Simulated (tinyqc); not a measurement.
Length of a molecular wire: coherent transport through a tight-binding bridge. Computed by the program tinyqc. T = Gamma_L Gamma_R |G_1n|^2 with the self-energies of semi-infinite chains.

A uniform bridge between two chains:
```
parameter                        value
site energy (eV)              1.560000
hopping in the bridge (eV)    0.740000
lead hopping (eV)             2.980000
couplings (eV)              0.78, 0.91
E (eV)                       -0.200000
```

Transmission against length:
```
sites           T     ln T
2      1.8285e-02   -4.002
3      5.2530e-03   -5.249
4      1.5474e-03   -6.471
5      4.5922e-04   -7.686
6      1.3658e-04   -8.899
7      4.0651e-05  -10.110
8      1.2101e-05  -11.322
9      3.6026e-06  -12.534
10     1.0725e-06  -13.746
```

What does the comparison show, and why?

E lies outside the band of the bridge (|E - e|/2h = 1.189 > 1), so T decays as exp(-beta n) with beta = 2 arccosh(1.189) = 1.2116 a site; the last two rows give 1.2116.
